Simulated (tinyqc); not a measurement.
# Joule-heated wire on a substrate, fin equation, step by step

Program tinyqc, `OMP_NUM_THREADS=1 python tinyqc.py 2520151 2520152 out.jsonl`; Intel Xeon 2.30GHz, shared host, one thread, about 0.01 s. Printed values are rounded.

A wire of length L loses heat along itself to two contacts and sideways to the substrate: kap A theta'' - g theta + p = 0 with theta = T - T0 and p = p0. The ends are held at T0. Constant conductivity, diffusive heat flow.

Parameters, values chosen for the exercise:
- T0 = 293 K (temperature of substrate and contacts)
- kap = 270 W/(m K) (conductivity along the wire)
- A = 1200 nm^2 (cross-section)
- g = 0.91 W/(m K) (conductance per length to the substrate)
- L = 1200 nm (length between the contacts)
- Rc = 0 K/uW (thermal resistance of each contact)
- p0 = 0.068 uW/nm (heating per length)

## Healing length

LH = sqrt(kap A/g); far from the contacts uniform heating p0 would give theta = p0/g.

LH = 596.694 nm
L/LH = 2.01108
p0/g = 74.7253 K

## The tridiagonal system

Nodes x_i = i h, h = L/12; box widths w_i = h (h/2 at the ends); c = kap A/h; equation of node i: -c theta_(i-1) + d_i theta_i - c theta_(i+1) = b_i with d_i = 2 c + g w_i, b_i = p(x_i) w_i; theta = 0 at the end nodes.

c = 3.24 uW/K

```
node  d (uW/K)  b (uW)
1        6.571     6.8
2        6.571     6.8
3        6.571     6.8
4        6.571     6.8
5        6.571     6.8
6        6.571     6.8
7        6.571     6.8
8        6.571     6.8
9        6.571     6.8
10       6.571     6.8
11       6.571     6.8
```

## Temperature rise

Solve -c theta_(i-1) + d_i theta_i - c theta_(i+1) = b_i for nodes 1 to 11, with theta = 0 at nodes 0 and 12.

theta, node 0 to 12 (K): 0.0000  8.5446  15.2305  20.2453  23.7300  25.7824  26.4602  25.7824  23.7300  20.2453  15.2305  8.5446  0.0000

The hottest node is 6, at 26.46 K above T0; a mesh of 800 steps gives a peak of 26.50 K, so the coarse value is 0.16 % below it. On the fine mesh 24.0 % of the heat leaves through the substrate and the rest through the contacts.

## Closed form at the middle

theta(L/2) = (p0/g)[1 - 1/(cosh(L/(2 LH)) + Rc g LH sinh(L/(2 LH)))], LH = sqrt(kap A/g).

theta(L/2) = 26.5034 K
